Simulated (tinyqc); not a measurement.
# Resistance of a tapered via with liner, size effect and interface: what changes with what

A round via whose diameter grows from db at the bottom as D(z) = db + 2 z/tan(ang). The fill, of diameter D - 2 tl, starts above the bottom liner (thickness fb tl) and has rho = rho0 (1 + ks lam/(D - 2 tl)); the sidewall liner conducts in parallel with it. The bottom liner and the interface are crossed over the full area pi db^2/4. Spreading in the lines above and below is left out.

Inputs (values chosen for the exercise); fill metal close to tungsten: diameter at the bottom db = 17 nm; height hv = 61 nm; sidewall angle ang = 88 degrees; bulk resistivity of the fill rho0 = 5.39 uohm cm; mean free path of the fill lam = 15.7 nm; size-effect factor ks = 1.1; liner on the sidewall tl = 3.4 nm; liner at the bottom over that on the sidewall fb = 0.5; resistivity of the liner rl = 320 uohm cm; interface resistivity at the bottom ri = 9.3e-13 ohm cm^2; ballistic conductance per area, about 3/(4 rho0 lam) Sb = 9.1e14 S/m^2; bulk resistivity of the second fill (close to molybdenum) rho2 = 5.39 uohm cm; its mean free path lam2 = 10.9 nm; its liner tl2 = 0 nm.

Each table varies one quantity; the others keep the values above.

## Via resistance against the diameter at the bottom

Slices between z0 = fb tl and hv, evaluated at their midpoints: conductance per length pi/4 [(D - 2 tl)^2/rho + (D^2 - (D - 2 tl)^2)/rl], slice resistance = slice height over that. 2000 slices. R_fill = sum of the slices; R_bottom = rl fb tl/(pi db^2/4); R_interface = ri/(pi db^2/4); ballistic (Sharvin) limit 1/(Sb pi (db - 2 tl)^2/4); ideal cylinder rho0 hv/(pi db^2/4).

Via resistance against the diameter at the bottom:
```
db (nm),R_fill (ohm),R_bottom (ohm),R_interface (ohm),R (ohm),ballistic limit (ohm),R over ideal cylinder,largest part
11,351.0,57.24,0.9786,409.3,79.32,11.83,fill
16,77.77,27.06,0.4625,105.3,16.53,6.439,fill
22,26.54,14.31,0.2447,41.10,6.056,4.752,fill
30,10.52,7.696,0.1316,18.35,2.600,3.945,fill
42,4.231,3.927,0.06713,8.225,1.129,3.466,fill
58,1.882,2.059,0.03520,3.976,0.5337,3.195,bottom liner
80,0.8774,1.082,0.01850,1.978,0.2611,3.024,bottom liner
```

R falls from 409 to 1.98 ohm. The fill is the largest part at db = 11, the bottom liner from 58 on. R goes as db^(-3.62) between the first two rows and db^(-2.17) between the last two; area alone gives -2.

## Via resistance against the height

Same model as above.

2000 slices.

The same in every row: R_bottom (ohm) = 23.967; R_interface (ohm) = 0.40973; ballistic limit (ohm) = 13.448.

Via resistance against the height:
```
hv (nm),R_fill (ohm),R (ohm),R over ideal cylinder,largest part
10,12.387,36.764,15.482,bottom liner
15,19.089,43.466,12.203,bottom liner
21,26.478,50.854,10.198,fill
31,37.424,61.801,8.3952,fill
45,50.396,74.772,6.9973,fill
65,65.302,89.679,5.8100,fill
94,81.612,105.99,4.7482,fill
140,99.447,123.82,3.7245,fill
```

R rises from 36.8 to 124 ohm. The bottom liner is the largest part at hv = 10, the fill from 21 on. The share of the two bottom terms goes from 66.3 to 19.7 %. For hv = 10, 15, 21 the ballistic limit exceeds half of R_fill, so the diffusive model understates R.

## Two fill metals against the diameter

2000 slices. R_fill = sum of the slices; R_bottom = rl fb tl/(pi db^2/4); R_interface = ri/(pi db^2/4). The second fill has rho2, lam2 and tl2 in place of rho0, lam and tl.

Results:
```
db (nm),"R, first fill (ohm)","R, second fill (ohm)",ratio second/first
12,289.61,40.905,0.14124
17,86.981,19.343,0.22238
24,32.500,9.2289,0.28396
35,12.615,4.1302,0.32741
49,5.7889,2.0302,0.35071
100,1.2314,0.46052,0.37397
```

Estimate the missing row, db = 70 nm.

Computed row:
```
db (nm),"R, first fill (ohm)","R, second fill (ohm)",ratio second/first
70,2.6367,0.96348,0.36541
```

With this row back in the table: The ratio goes from 0.141 to 0.374. The second fill gives the lower R in every row.

Numbers from tinyqc (`OMP_NUM_THREADS=1 python tinyqc.py 2750095 2750096 out.jsonl`; about 0.01 s on one thread of a shared Intel Xeon 2.30GHz).
